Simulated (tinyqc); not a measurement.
Inside a calculation. Method: RKS/exchange-only LDA in the 6-31g basis, for He, spin multiplicity 1. One step of it, computed by the program tinyqc.

Task: Iteration 1: building the Kohn-Sham matrix. J_ij = sum D_kl (ij|kl); F = H + J + V_xc; E = tr D H + tr D J / 2 + E_xc + E_nn.

D at the start:
```
           1He 1s     1He 2s
1He 1s   2.964292  -2.701506
1He 2s  -2.701506   2.462015
```

core Hamiltonian H = T + V (hartree):
```
           1He 1s     1He 2s
1He 1s  -1.879626  -1.546409
1He 2s  -1.546409  -1.295190
```

Two-electron integrals (ij|kl) in chemists' order, unique and non-zero (hartree):
```
(11|11) 1.543936   (21|11) 0.785447   (21|21) 0.427025   (22|11) 0.803952
(22|21) 0.476190   (22|22) 0.615938
```

nuclear repulsion = 0 hartree

V_xc (hartree):
```
           1He 1s     1He 2s
1He 1s  -0.721753  -0.298460
1He 2s  -0.298460  -0.283449
```

E_xc = sum of w rho eps_xc = -0.91856949 hartree

Give: Coulomb J; Kohn-Sham matrix F; total energy of this density.

Result:

Coulomb J (hartree):
```
        1He 1s  1He 2s
1He 1s  2.3122  1.1935
1He 2s  1.1935  1.3267
```

Kohn-Sham matrix F (hartree):
```
         1He 1s   1He 2s
1He 1s  -0.2891  -0.6514
1He 2s  -0.6514  -0.2519
```

total energy of this density = 0.512328 hartree
